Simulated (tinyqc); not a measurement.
Changing the diameter d: single-domain magnet: Stoner-Wohlfarth switching, Neel-Arrhenius retention, LLG dynamics and spin torque. Computed by tinyqc, a small Python program. Command: `OMP_NUM_THREADS=1 python tinyqc.py 3004149 3004150 out.jsonl macro sweep`. One thread of a shared host (Intel(R) Xeon(R) Processor @ 2.30GHz), about 0.01 s of CPU time with the checks.

The moment is uniform, with unit vector m; z is the easy axis. mu_0 = 1.25663706212e-6 T m/A, gamma = 1.76085963023e11 rad/(s T).

Inputs (values chosen for the exercise, for a model magnet): saturation magnetisation M_s = 459 kA/m; thickness t = 1.5 nm; interface anisotropy K_i = 0.269 mJ/m^2; bulk anisotropy K_u = 30 kJ/m^3; exchange stiffness A = 27 pJ/m; temperature T = 250 K; attempt frequency f0 = 1 GHz; waiting time t_w = 0.001 s; damping alpha = 0.06; spin-torque efficiency eta = 0.51; drive I/I_c0 = 2.7.

Shape: thin disc, easy axis normal to it.

Constants: k_B = 1.380649e-23 J/K; e = 1.602176634e-19 C; hbar = 1.054571817e-34 J s.

Method:
- The disc is treated as an oblate spheroid with p = t/d: N_z = [1 - p arccos(p)/sqrt(1 - p^2)]/(1 - p^2); V = pi d^2 t/4; K_eff = K_u + K_i/t + K_shape, K_shape = -(mu_0 M_s^2/4)(3 N_z - 1); mu_0 H_K = 2 K_eff/M_s.
- Delta = K_eff V/(k_B T); tau = exp(Delta)/f0; probability of a flip within t_w: P = 1 - exp(-t_w/tau). Wall width parameter sqrt(A/K_eff); a two-domain state costs 4 sqrt(A K_eff) times the cross-section that the wall cuts (d t).
- For axial symmetry and a polariser along z: I_c0 = (4 e alpha/(hbar eta)) K_eff V; relaxation time tau_D = (1 + alpha^2)/(alpha gamma mu_0 H_K); thermal start angle theta_0 = 1/sqrt(2 Delta); switching time about tau_D ln(pi/(2 theta_0))/(I/I_c0 - 1); precession frequency gamma mu_0 H_K/(2 pi (1 + alpha^2)).

One run for each value; columns: (1) diameter d (nm); (2) stability factor Delta; (3) barrier of the wall path / k_B T; (4) K_eff (kJ/m^3); (5) critical current I_c0 (microampere); (6) log10 of tau in s:
```
(1)     (2)    (3)    (4)    (5)    (6)
8.0    2.71   25.4  124.0    6.7  -7.82
9.8    3.83   30.3  116.8    9.5  -7.34
12.0   5.43   36.0  110.5   13.4  -6.64
15.0   8.03   43.8  104.6   19.8  -5.51
18.0  11.11   51.5  100.4   27.4  -4.18
22.0  15.94   61.7   96.5   39.3  -2.08
27.0  23.17   74.4   93.1   57.2   1.06
33.0  33.59   89.6   90.4   82.9   5.59
40.0  48.12  107.3   88.1  118.8  11.90
```

Over the rows, stability factor Delta rises from 2.71 to 48.1 (exponent d ln y / d ln x 1.7 between the first rows and 1.9 between the last); barrier of the wall path / k_B T rises from 25.4 to 107 (exponent d ln y / d ln x 0.85 between the first rows and 0.93 between the last); K_eff (kJ/m^3) falls from 124 to 88.1 (exponent d ln y / d ln x -0.29 between the first rows and -0.13 between the last).  K_eff falls with d because N_z nears 1 as the disc gets flatter.

Caution (all rows): a flat cylinder has a smaller N_z than the spheroid of the same t/d, so K_eff of a real disc is larger. Caution (rows 8.00, 9.80): with a barrier of a few k_B T the Arrhenius form fails.

Extremes, crossings and ranges named in words are read from the listed rows.
